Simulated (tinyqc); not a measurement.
Exciton in a hard-walled quantum well (variational): sweeps and comparisons. A value that a table varies takes the place of the one given here.

Electron and hole in the lowest states cos(pi z/L) of a hard-walled well; relative motion in the plane exp(-rho/lam). E(lam) = c/(mu lam^2) - (q/eps) <1/r>, <1/r> = integral over k from 0 to infinity of F(kL) (1 + (k lam/2)^2)^(-3/2), F(x) = [3x + 8 pi^2/x - 32 pi^4 (1 - exp(-x))/(x^2 (x^2 + 4 pi^2))]/(x^2 + 4 pi^2); c = hbar^2/2m0, q = e^2/(4 pi eps0). E is counted from the subband edge.

Constants: hbar^2/2m0 = 3.80998211 eV angstrom^2; e^2/(4 pi eps0) = 14.39964547 eV angstrom; Ry = 13.60569312 eV.

Parameters, chosen for this exercise (near those of InP; the results hold for these values, not for the real material):
```
symbol  value                                     unit      meaning
xs      (0.035, 0.16, 0.88, 1, 3.3, 15, 34, 160)            (E - Eg)/Ry*
eps     11.9                                                dielectric constant
Ls      (16, 28, 51, 117, 188, 355, 578)          angstrom  widths
me      0.08                                      m0        electron mass
mh      0.268                                     m0        hole mass
L       153                                       angstrom  well width
```

## Coulomb enhancement above the gap (Wannier exciton and Elliott formula)

Ry* = 5.9193 meV

With x = (E - Eg)/Ry* and y = pi/sqrt(x): S3 = y exp(y)/sinh(y), and S2 = exp(y)/cosh(y). Free-pair absorption goes as sqrt(x) in three dimensions and is constant in two.

Factors:
```
x        E - Eg (meV)  sqrt(x)      S3  S3 sqrt(x)     S2
0.035            0.21    0.187  33.585       6.283  2.000
0.16             0.95    0.400  15.708       6.283  2.000
0.88             5.21    0.938   6.706       6.291  1.998
1.0              5.92    1.000   6.295       6.295  1.996
3.3             19.53    1.817   3.571       6.487  1.939
15              88.79    3.873   2.021       7.829  1.670
34             201.26    5.831   1.634       9.526  1.492
1.6e+02        947.09   12.649   1.269      16.050  1.243
```

In three dimensions the product tends to 2 pi = 6.283 at the edge (6.283 in the first row), so the square-root onset becomes a step. Even 947 meV above the gap the enhancement is 1.27; it decays only as 1 + pi/sqrt(x) = 1.25. In two dimensions it never exceeds 2 and has fallen to 1.24. The last rows lie beyond the range of parabolic bands.

## Width of the well

mu = 0.061609 m0
a* = 102.212 angstrom

The minimum for each width. The strength per area goes as |phi(0)|^2 = 2/(pi lam^2), listed relative to the strict two-dimensional value.

Results:
```
L (angstrom)  L/a*  lam (angstrom)  binding (meV)  in Ry*  strength
16            0.16            60.9          19.61   3.313     0.705
28            0.27            66.3          17.76   3.000     0.594
51            0.50            74.9          15.34   2.591     0.466
117           1.14            93.4          11.61   1.962     0.300
188           1.84           108.6           9.52   1.608     0.222
355           3.47           136.3           6.99   1.180     0.141
578           5.65           164.9           5.34   0.903     0.096
```

The binding falls from 3.31 to 0.90 Ry*. It drops below the bulk value Ry* between 355 and 578 angstrom, which is a failure of the trial function: it has no correlation along z, so it cannot reach the bulk limit. Even at L = 0.16 a* only 83 % of the two-dimensional limit is reached. With finite barriers the binding would peak at some width and fall again as the carriers leak out.

## What each parameter does

1/mu = 1/me + 1/mh, Ry* = Ry mu/eps^2; the minimum over lam. Each row changes one parameter from the base and keeps the others.

Results:
```
case              binding (meV)  lam (angstrom)  binding/Ry*
base                      10.41           101.5        1.759
me = 0.096 m0             11.26            92.5        1.658
mh = 0.375 m0             10.83            96.9        1.709
eps = 10.7                12.31            94.4        1.681
L = 107 angstrom          12.02            90.9        2.030
```

The largest shifts from the base row, up to three for each result and ties (the steps differ in size, so this ranks the rows, not the parameters). binding (meV): eps +1.89, L +1.60, me +0.85. lam (angstrom): L -10.6, me -9.0, eps -7.0. binding/Ry*: L +0.271, me -0.101, eps -0.079.

Computed by tinyqc, a small Python program: `OMP_NUM_THREADS=1 python tinyqc.py 1280884 1280885 out.jsonl` (the numbers bound the seed that draws the inputs); one thread of a shared host (Intel(R) Xeon(R) Processor @ 2.30GHz), about 0.03 s for the whole set of steps.
